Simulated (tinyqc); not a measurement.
A square-lattice strip 2 sites wide, recursive Green functions: transmission against energy.

The device has N = 3 slices of 2 site(s), nearest-neighbour hopping -t, and site energies U; the leads are semi-infinite continuations with site energy 0. V = <i+1|H|i> = -t 1.

Transverse modes n = 1..2: chi_n(j) = sqrt(2/3) sin(pi n j/3), energy e_n = -2 t cos(pi n/3). Sigma = t^2 sum_n chi_n chi_n^T g(E - e_n), g(x) = (x - i sqrt(4 t^2 - x^2))/(2 t^2) for |x| < 2 t and (x - sign(x) sqrt(x^2 - 4 t^2))/(2 t^2) otherwise; Gamma = i (Sigma - Sigma^dagger); both leads give the same. Forward pass: g_1 = (E - H_1 - Sigma)^(-1), g_i = (E - H_i - V g_(i-1) V^dagger)^(-1), with Sigma also subtracted on the last slice; G_(i,1) = g_i V G_(i-1,1), starting from g_1. H_i is the block of slice i: its site energies on the diagonal and -t between neighbouring rows. T(E) = Tr[Gamma G_(N,1) Gamma G_(N,1)^dagger].

Inputs (values chosen for the exercise):
```
symbol,value,unit,meaning
t,1,eV,hopping (matrix element -t)
U,"[0.17, 0.24, -0.01, -0.11, 0.07, -0.24]",eV,"site energies, slice by slice (2 a slice)"
```

Results:
```
E (eV)	open modes	T(E)	T(E) per open mode
-2.9	1	0.92987	0.92987
-2.42	1	0.95617	0.95617
-1.45	1	0.98918	0.98918
-0.97	2	1.8225	0.91127
-0.48	2	1.9339	0.96696
0	2	1.9463	0.97315
0.48	2	1.9295	0.96475
0.97	2	1.7932	0.89660
1.45	1	0.98771	0.98771
1.93	1	0.97763	0.97763
2.42	1	0.95834	0.95834
2.9	1	0.91413	0.91413
```

Estimate the missing row, E = -1.93 eV.

Computed row:
```
E (eV)	open modes	T(E)	T(E) per open mode
-1.93	1	0.97643	0.97643
```

With this row back in the table: T(E) lies between 0.914 (E = 2.9 eV) and 1.95 (E = 0 eV) in these rows. The leads offer 1 to 2 open mode(s), of which the mean share 0.95 is transmitted.

Computed by the program tinyqc: `OMP_NUM_THREADS=1 python tinyqc.py 2660115 2660116 out.jsonl`, one thread of a shared Intel Xeon 2.30GHz, about 0.01 s for the whole run.
